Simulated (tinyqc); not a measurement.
Equilibrium and kinetic segregation of a solute to boundaries and growing surfaces: one step, computed by the program tinyqc. Command: `OMP_NUM_THREADS=1 python tinyqc.py 3006677 3006678 out.jsonl segreg walk`. One thread of a shared host (Intel(R) Xeon(R) Processor @ 2.30GHz), about 0.01 s of CPU time with the checks.

Question. Boundary energy. Gibbs adsorption for this isotherm in a dilute matrix: gamma = gamma_0 + Gam_0 [k_B T ln(1 - theta)], Gam_0 = delta/Omega sites per area.

Inputs (values chosen for the exercise, modelled on a solute in a copper line): temperature T = 1200 K; boundary thickness delta = 0.49 nm; atomic volume Omega = 11.81 angstrom^3; clean boundary energy gamma_0 = 0.68 J/m^2.

Isotherm: Langmuir-McLean.

coverage theta = 0.004628523

Constants: 1 eV/angstrom^2 = 16.02176634 J/m^2; k_B = 8.617333262e-05 eV/K.

Give: Gam_0; boundary energy gamma.

Answer.

Gam_0 = 41.490 1/nm^2

boundary energy gamma = 0.67681 J/m^2

Segregation lowers gamma by 0.47 %, and the driving force of grain growth with it.
